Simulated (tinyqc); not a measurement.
From results back to parameters: Slater-Koster d bands of a bcc metal. Two cases, with inputs chosen for the exercise.

Problem. In a bcc d band E(t2g) = +/-((8/3) dds + (16/9) ddp + (32/9) ddd) + f2 (4 ddp + 2 ddd) and E(eg) = +/-((16/3) ddp + (8/3) ddd) + f2 (3 dds + 3 ddd), with + at Gamma and - at H = (1,0,0). ddd is given; the four levels come from hidden dds, ddp and f2.

Case 1.

Values chosen (out of a larger set: of the size met in W; not measured data): ddd = -0.218 eV (dd delta).

levels (eV): t2g Gamma -2.53511, eg Gamma 0.31308, t2g H 4.54934, eg H -5.20159

Case 2.

Values chosen (out of a larger set: of the size met in Nb; not measured data): ddd = -0.185 eV (dd delta).

levels (eV): t2g Gamma -0.90542, eg Gamma 1.86600, t2g H 3.70080, eg H -5.78733

Find: f2; dds, ddp.

Solution. Half differences between Gamma and H give the first-neighbour parts and half sums the second. The eg half difference gives ddp and the t2g one dds. Since 4 ddp + 2 ddd is 3/4 of (16/3) ddp + (8/3) ddd, f2 is 4/3 of the ratio of the t2g half sum to the eg half difference; the eg half sum then serves as a check. Without ddd these four levels would not fix the three integrals.

Case 1.

f2 = 0.487

dds, ddp (eV): -1.455  0.626

Case 2.

f2 = 0.487

dds, ddp (eV): -1.157  0.810

Computed by tinyqc, one run a case: `OMP_NUM_THREADS=1 python tinyqc.py N N+1 out.jsonl` with N = 1450184, 1450229; one thread of a shared Intel(R) Xeon(R) Processor @ 2.30GHz, about 0.04 s a run at most.
